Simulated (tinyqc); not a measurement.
Worked calculation: coupled-perturbed Hartree-Fock on RHF in the sto-3g basis, for BeH2, spin multiplicity 1. One step of it, computed by the program tinyqc.

Question. Iteration 1: diagonalisation and new density. Diagonalise F' = X^T F X, C = X C', fill 3 alpha and 3 beta electrons from the bottom; D = 2 C_occ C_occ^T. Each column has its largest component positive (the first on a tie).

Fock matrix F (hartree), lower triangle:
```
,1Be 1s,1Be 2s,1Be 2px,1Be 2py,1Be 2pz,2H 1s,3H 1s
1Be 1s,-4.470566
1Be 2s,-1.276219,-0.685687
1Be 2px,0.000000,0.000000,0.218437
1Be 2py,0.000000,0.000000,0.000000,0.047492
1Be 2pz,-0.001280,-0.013890,0.000000,0.000000,0.216533
2H 1s,-0.209897,-0.334560,0.000000,-0.198927,-0.021391,-0.198328
3H 1s,-0.209897,-0.334560,0.000000,0.198927,-0.021391,-0.055353,-0.198328
```

X:
```
,1,2,3,4,5,6,7
1Be 1s,0.000000,-0.407126,0.821341,0.000000,-0.405011,0.277433,0.000000
1Be 2s,0.000000,1.074477,-0.094971,0.000000,-0.068148,0.540709,0.000000
1Be 2px,0.000000,0.000000,0.000000,1.000000,0.000000,0.000000,0.000000
1Be 2py,1.165334,0.000000,0.000000,0.000000,0.000000,0.000000,0.557932
1Be 2pz,0.000000,0.114187,0.463338,0.000000,0.880501,0.054596,0.000000
2H 1s,-0.832504,-0.671304,-0.285658,0.000000,0.143161,0.353240,0.390495
3H 1s,0.832504,-0.671304,-0.285658,0.000000,0.143161,0.353240,-0.390495
```

Give: F' = X^T F X; orbital energies; coefficients C; D after iteration 1.

Answer.

F' = X^T F X (hartree), lower triangle:
```
,1,2,3,4,5,6,7
1,0.6383
2,0.0000,0.0972
3,0.0000,0.6568,-2.6456
4,0.0000,0.0000,0.0000,0.2184
5,0.0000,-0.3076,1.5211,0.0000,-0.5959
6,0.0000,0.2544,-1.4327,0.0000,0.8032,-1.3305
7,0.1276,0.0000,0.0000,0.0000,0.0000,0.0000,-0.2022
```

orbital energies (hartree): MO1 -4.4741, MO2 -0.4607, MO3 -0.2211, MO4 0.1939, MO5 0.2184, MO6 0.2660, MO7 0.6572

coefficients C:
```
,MO1,MO2,MO3,MO4,MO5,MO6,MO7
1Be 1s,0.9915,-0.2313,0.0000,0.1302,0.0000,-0.1668,0.0000
1Be 2s,0.0319,0.6912,0.0000,-0.5969,0.0000,0.7908,0.0000
1Be 2px,0.0000,0.0000,0.0000,0.0000,1.0000,0.0000,0.0000
1Be 2py,0.0000,0.0000,0.3808,0.0000,0.0000,0.0000,1.2346
1Be 2pz,0.0006,0.0135,0.0000,0.7762,0.0000,0.6351,0.0000
2H 1s,-0.0027,0.3346,0.5085,0.4216,0.0000,-0.6227,-0.7661
3H 1s,-0.0027,0.3346,-0.5085,0.4216,0.0000,-0.6227,0.7661
```

D after iteration 1, lower triangle:
```
,1Be 1s,1Be 2s,1Be 2px,1Be 2py,1Be 2pz,2H 1s,3H 1s
1Be 1s,2.0732
1Be 2s,-0.2565,0.9577
1Be 2px,0.0000,0.0000,0.0000
1Be 2py,0.0000,0.0000,0.0000,0.2899
1Be 2pz,-0.0051,0.0187,0.0000,0.0000,0.0004
2H 1s,-0.1601,0.4624,0.0000,0.3872,0.0090,0.7411
3H 1s,-0.1601,0.4624,0.0000,-0.3872,0.0090,-0.2932,0.7411
```
